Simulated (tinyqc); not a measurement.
From results back to parameters: deformation-potential model of the L valleys of a conduction band. Three cases, with inputs chosen for the exercise.

Problem. An ellipsoidal valley with ml > mt has the density-of-states mass m_d = (ml mt^2)^(1/3) and, averaged over equivalent valleys, the conductivity mass m_c = 3/(1/ml + 2/mt).

Find: K = ml/mt; mt; ml.

Method. With K = ml/mt, m_d/m_c = K^(1/3) (2 + 1/K)/3, which rises steadily for K > 1 and so fixes K; then mt = m_d K^(-1/3) and ml = K mt.

Case 1.

m_d = 0.2144842 m0
m_c = 0.1156115 m0

Solution.

K = ml/mt = 20.013
mt = 0.079 m0
ml = 1.581 m0

Case 2.

m_d = 0.2212529 m0
m_c = 0.1226443 m0

Solution.

K = ml/mt = 18.274
mt = 0.084 m0
ml = 1.535 m0

Case 3.

m_d = 0.2268609 m0
m_c = 0.1242327 m0

Solution.

K = ml/mt = 19.012
mt = 0.085 m0
ml = 1.616 m0

Computed by tinyqc, one run a case: `OMP_NUM_THREADS=1 python tinyqc.py N N+1 out.jsonl` with N = 1080211, 1080227, 1080238; one thread of a shared Intel(R) Xeon(R) Processor @ 2.30GHz, about 0.02 s a run at most.
